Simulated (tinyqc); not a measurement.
Modulation-doped quantum well, Poisson-Schroedinger loop with local exchange and correlation: one step of the calculation.

A well of width L centred at z = 0 between barriers Vb; effective-mass electrons, parabolic bands. The electrons come from donor sheets outside the mesh, a share fL of Ns on the left and the rest on the right, so the structure is neutral. Energies are counted from the band edge of the well, with U = 0 on the first node in the Hartree part.

Problem. Density, output potential and mixing. n_i = sum_k N_k |psi_k|^2 (converted to cm^-3). Hartree part by Gauss: on the interval after node i the enclosed sheet charge is S_i = fL Ns - hz sum_(j<=i) n_j, and U_(i+1) = U_i + q S_i hz/(eps0 eps_r) in eV, U_1 = 0. Added to it: V_xc = -(2 Ry/(pi al rs)) [1 + 0.7734 (rs/21) ln(1 + 21/rs)] (Hedin-Lundqvist), al = (4/(9 pi))^(1/3), rs = (3/(4 pi n))^(1/3)/aB, aB = 4 pi eps0 eps_r hbar^2/(md m0 q^2), Ry = q/(8 pi eps0 eps_r aB) in eV. Mixing: U(new) = U + a (U(out) - U).

Parameters, values chosen for the exercise; material values close to those of In0.53Ga0.47As in InAlAs: in-plane mass md = 0.04 m0; relative permittivity (all layers) eps_r = 14.1; sheet density of electrons Ns = 8.5e11 cm^-2; share of the donors on the left side fL = 0.5; mixing factor a = 0.5.

Constants: q = 1.602176634e-19 C, hbar = 1.054571817e-34 J s, m0 = 9.1093837015e-31 kg, eps0 = 8.8541878128e-14 F/cm where lengths are in cm. Results are converted to the units shown.

columns A: node; B: z (nm); C: self-consistent potential U at the start (eV); D: |psi|^2 of E1 (1/nm); E: |psi|^2 of E2 (1/nm); F: |psi|^2 of E3 (1/nm)
```
A      B  C           D           E           F
1     -9  0  0.00004647  0.00027975  0.00145277
2   -7.8  0  0.00051067  0.00253695  0.00911697
3   -6.6  0  0.00463078  0.01818496  0.04035485
4   -5.4  0  0.02960356  0.09303915  0.12962341
5   -4.2  0  0.05617689  0.12939690  0.08754112
6     -3  0  0.08418750  0.11355359  0.00746842
7   -1.8  0  0.10790320  0.05823648  0.02741263
8   -0.6  0  0.12229209  0.00868308  0.11281698
9    0.6  0  0.12412007  0.00567399  0.11569308
10   1.8  0  0.11274031  0.05165852  0.03092319
11     3  0  0.09036821  0.10827763  0.00574075
12   4.2  0  0.06173070  0.12802042  0.08391071
13   5.4  0  0.03311412  0.09408945  0.12893704
14   6.6  0  0.00526217  0.01872943  0.04118623
15   7.8  0  0.00059176  0.00267227  0.00958916
16     9  0  0.00005486  0.00030075  0.00156600
```

N_k (cm^-2): E1 7.8017842e11, E2 6.9410207e10, E3 4.1137527e8

Find: n; U(out); U after round 1.

Solution.

```
node  n (1e17 cm^-3)  U(out) (eV)  U after round 1 (eV)
1              0.006     -0.00106              -0.00053
2              0.058      0.00443               0.00221
3              0.489      0.00901               0.00450
4              2.961      0.01235               0.00618
5              5.285      0.01680               0.00840
6              7.357      0.02076               0.01038
7              8.824      0.02374               0.01187
8              9.606      0.02539               0.01270
9              9.728      0.02550               0.01275
10             9.156      0.02406               0.01203
11             7.802      0.02124               0.01062
12             5.708      0.01739               0.00869
13             3.242      0.01301               0.00651
14             0.542      0.00975               0.00488
15             0.065      0.00523               0.00262
16             0.006     -0.00022              -0.00011
```

Program tinyqc, `OMP_NUM_THREADS=1 python tinyqc.py 2140122 2140123 out.jsonl`; Intel Xeon 2.30GHz, shared host, one thread, about 0.2 s.
